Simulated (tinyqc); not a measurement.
Plane-wave Kohn-Sham cycle with exchange-only LDA in a layered model solid, step by step. One step of it, computed by the program tinyqc.

Problem. Iteration 1: Hamiltonian at one k. H(m,m') = (k + G_m)^2/2 delta + V(G_m - G_m'), with V(-G) = V(G).

A solid whose potential varies along x alone (atomic units):
```
parameter                      value
period a                    4.900000
cross-section of the cell  36.000000
electrons per cell                 2
grid points                       16
plane waves -n..n, n               3
k points                           4
V1 in V1 cos(2 pi x/a)     -0.300000
```

V(G_m), m = 0, 1, 2, ... (hartree): -0.221225  -0.150000  0.000000  0.000000  0.000000  0.000000  0.000000

k = 0.125000 2 pi / a

Give: H.

Solution.

H (hartree), lower triangle:
```
        -3      -2      -1      +0      +1      +2     +3
-3   6.574
-2  -0.150   2.669
-1   0.000  -0.150   0.408
+0   0.000   0.000  -0.150  -0.208
+1   0.000   0.000   0.000  -0.150   0.819
+2   0.000   0.000   0.000   0.000  -0.150   3.491
+3   0.000   0.000   0.000   0.000   0.000  -0.150  7.807
```
